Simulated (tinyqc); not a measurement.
# Changing the transverse velocity vT_2

Model: thermal boundary conductance by the acoustic and diffuse mismatch models. Computed by tinyqc, a small Python program. Command: `OMP_NUM_THREADS=1 python tinyqc.py 3013194 3013195 out.jsonl kapitza sweep`. One thread of a shared host (Intel(R) Xeon(R) Processor @ 2.30GHz), about 0.01 s of CPU time with the checks.

Each side has one longitudinal and two transverse Debye branches, omega = v q up to q_D = (6 pi^2 n)^(1/3), with n counting all atoms. Scattering at the interface is elastic. Electrons are left out of G, also for metals. Melting is ignored. G refers to the temperatures of the phonons sent towards the interface. Linear branches over all atoms overstate G at high T, most for crystals with several atoms a cell.

Inputs (values chosen for the exercise, modelled on germanium (side 1) and gallium nitride (side 2)):
```
quantity,value,unit
density rho_1,5.26,g/cm^3
longitudinal velocity vL_1,5350,m/s
transverse velocity vT_1,3210,m/s
atom density n_1,43.8,1/nm^3
density rho_2,6.21,g/cm^3
longitudinal velocity vL_2,8100,m/s
atom density n_2,86.9,1/nm^3
conductivity kappa_2,196,W/(m K)
temperature T,20,K
```

Structure: superlattice.

Constants: hbar = 1.054571817e-34 J s; k_B = 1.380649e-23 J/K.

Method:
- omega_c = v q_D for each branch, given as hbar omega_c/k_B; impedance Z = rho v.
- No mode conversion. t(theta) = 4 Z_1 Z_2 cos(theta_1) cos(theta_2)/N^2, with N = Z_2 cos(theta_1) + Z_1 cos(theta_2) for L (the form for pressure waves) and N = Z_1 cos(theta_1) + Z_2 cos(theta_2) for both T branches (the form for shear waves polarised along the interface); sin(theta_2) = (v_2/v_1) sin(theta_1), and t = 0 beyond the critical angle arcsin(v_1/v_2); the mean over the incoming flux is alpha = 2 int t sin(theta_1) cos(theta_1) d theta_1 (64 Gauss-Legendre points).
- A phonon forgets its side and branch: alpha(1 to 2) = S_2/(S_1 + S_2), S_i = 1/vL_i^2 + 2/vT_i^2.
- G = (k_B^4 T^3/(8 pi^2 hbar^3)) int W(x) x^4 e^x/(e^x - 1)^2 dx, x = hbar omega/(k_B T). Acoustic mismatch: W = sum over the three branches of alpha(1 to 2)/v_1^2, each up to the lower of its two cut-offs. Diffuse mismatch: W = S_1 S_2/(S_1 + S_2), where S_i sums 1/v^2 over the branches of side i still below their cut-off. Radiation limit: W = min(S_1, S_2). The integral is split at the four cut-offs (64 Gauss-Legendre points a piece, x at most 45).
- Boundary resistance R = 1/G and Kapitza length kappa_2/G use the diffuse value.

One run for each value:
```
transverse velocity vT_2 (m/s),"diffuse alpha, 1 to 2","G, diffuse mismatch (MW/(m^2 K))","G, acoustic mismatch (MW/(m^2 K))","G, radiation limit (MW/(m^2 K))"
2020,0.68814,12.819,16.180,18.628
2370,0.61849,11.546,16.226,18.667
2770,0.54641,10.203,16.282,18.672
3240,0.47324,8.837,16.409,16.775
3790,0.40280,7.521,12.048,12.594
4440,0.33753,6.303,8.930,9.514
5190,0.28095,5.246,6.702,7.296
6080,0.23240,4.340,5.055,5.654
```

Over the rows, diffuse alpha, 1 to 2 falls from 0.688 to 0.232 (exponent d ln y / d ln x -0.67 between the first rows and -1.2 between the last); G, diffuse mismatch (MW/(m^2 K)) falls from 12.8 to 4.34 (exponent d ln y / d ln x -0.65 between the first rows and -1.2 between the last); G, acoustic mismatch (MW/(m^2 K)) goes from 16.2 through a maximum among these rows, 16.4 at 3240, to 5.06. A slower side 2 offers more states (S_2 ~ 1/v^2), which raises the diffuse transmission from side 1, but it also lowers its cut-off, which narrows the window of shared frequencies once it lies below the cut-offs of side 1.

Caution (all rows): kappa_2 is of room-temperature size, so the Kapitza length is only nominal at this T.

Extremes, crossings and ranges named in words are read from the listed rows.
